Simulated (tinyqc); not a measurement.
From results back to parameters: one-oscillator model of a band gap. Four cases, with inputs chosen for the exercise.

Problem. A gap follows E(T) = E0 - s1 t1/(exp(t1/T) - 1) with the zero-point term ZP = s1 t1/2, which scales as M^(-1/2). The shift of E0 on going from M to M + dM and the limiting slope at high T are given.

Case 1.

Values chosen (out of a larger set: near those of InP; not measured data): M = 72.82 u (mean atomic mass); dM = 3.94 u (change of the mean mass (not bounded by the natural isotopes)).

shift of E0 = 1.441265 meV
limiting slope s1 = 0.372 meV/K

Case 2.

Values chosen (out of a larger set: near those of Si; not measured data): M = 28.13 u (mean atomic mass); dM = 0.68 u (change of the mean mass (not bounded by the natural isotopes)).

shift of E0 = 0.587993 meV
limiting slope s1 = 0.328 meV/K

Case 3.

Values chosen (out of a larger set: near those of GaN; not measured data): M = 41.87 u (mean atomic mass); dM = -1.36 u (change of the mean mass (not bounded by the natural isotopes)).

shift of E0 = -3.097609 meV
limiting slope s1 = 0.563 meV/K

Case 4.

Values chosen (out of a larger set: near those of Si; not measured data): M = 28.1 u (mean atomic mass); dM = 1.36 u (change of the mean mass (not bounded by the natural isotopes)).

shift of E0 = 1.563352 meV
limiting slope s1 = 0.318 meV/K

Find: sqrt(M/(M + dM)); ZP; t1.

Solution. The shift is ZP (1 - sqrt(M/(M + dM))); then t1 = 2 ZP/s1.

Case 1.

sqrt(M/(M + dM)) = 0.973998
ZP = 55.43 meV
t1 = 298 K

Case 2.

sqrt(M/(M + dM)) = 0.988128
ZP = 49.53 meV
t1 = 302 K

Case 3.

sqrt(M/(M + dM)) = 1.016647
ZP = 186.07 meV
t1 = 661 K

Case 4.

sqrt(M/(M + dM)) = 0.976645
ZP = 66.94 meV
t1 = 421 K

Computed by tinyqc, one run a case: `OMP_NUM_THREADS=1 python tinyqc.py N N+1 out.jsonl` with N = 1850651, 1850676, 1850683, 1850722; one thread of a shared Intel(R) Xeon(R) Processor @ 2.30GHz, about 0.01 s a run at most.
